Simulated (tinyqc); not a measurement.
Global model of a low-pressure process discharge: electron temperature, density, ion flux and ion energy: one step, computed by the program tinyqc. Command: `OMP_NUM_THREADS=1 python tinyqc.py 3112108 3112109 out.jsonl plasma walk`. One thread of a shared host (Intel(R) Xeon(R) Processor @ 2.30GHz), about 0.01 s of CPU time with the checks.

Maxwellian electrons with temperature T_e in eV, one positive ion, no negative ions, uniform bulk density n; rate constants have the Arrhenius form.

Problem. Biased electrode. All bias power goes to ions: V_b = P_b/(J pi r^2). Debye length at the sheath edge lambda_D = sqrt(eps_0 T_e/(e h_L n)); Child-law sheath s = (sqrt2/3) lambda_D (2 V/T_e)^(3/4), V = V_b + V_s; ion transit time tau_i = 3 s sqrt(M/(2 e V)); collisions in the sheath s/lambda_i.

Inputs (values chosen for the exercise, of the order of those of an inductive discharge in a simple atomic gas):

| quantity | value | unit |
|---|---|---|
| ion mass M | 28 | u |
| gas temperature T_g | 300 | K |
| radius R | 12 | cm |
| height L | 9.3 | cm |
| bias power P_b | 48 | W |
| radius of the biased electrode | 10 | cm |
| bias frequency | 27 | MHz |

ion current density J = 1.198192 mA/cm^2

T_e = 1.637984 eV

h_L = 0.1112049

plasma density n = 2.830648e+11 1/cm^3

wall potential V_s = 7.372980 V

ion mean free path = 0.08185666 cm

Constants: eps_0 = 8.8541878128e-12 F/m; e = 1.602176634e-19 C; u = 1.6605390666e-27 kg.

Give: bias voltage V_b; lambda_D; sheath width s; ion transit time; transit time over bias period; s/lambda_i.

Solution.

bias voltage V_b = 127.5 V

lambda_D = 53.63 micrometre

sheath width s = 1.162 mm

ion transit time = 114.4 ns

transit time over bias period = 3.088

s/lambda_i = 1.420

Ions take many periods to cross and see the mean voltage: a narrow energy distribution. Many ions collide in the sheath, which lowers their energy and widens their angles. Caution: at so short an ion path the formulas for h_L and h_R give way to the ambipolar-diffusion limit.
